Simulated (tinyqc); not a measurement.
## Inductance and parasitic capacitance from two readings

Inverse problem. A loss-free coil L in parallel with C shows the apparent inductance L/(1 - w^2 L C), w = 2 pi f. Find L, C and the self-resonance 1/(2 pi sqrt(L C)).

apparent inductance at 2.2 and 4.6 GHz (nH): 6.9971115  13.880318

Answer. The inverse of the reading is 1/L - w^2 C, a straight line in w^2.

L = 6.10 nH
C = 110 fF
self-resonance = 6.14 GHz

Program tinyqc, `OMP_NUM_THREADS=1 python tinyqc.py 2302038 2302039 out.jsonl`; Intel Xeon 2.30GHz, shared host, one thread, about 0.01 s.
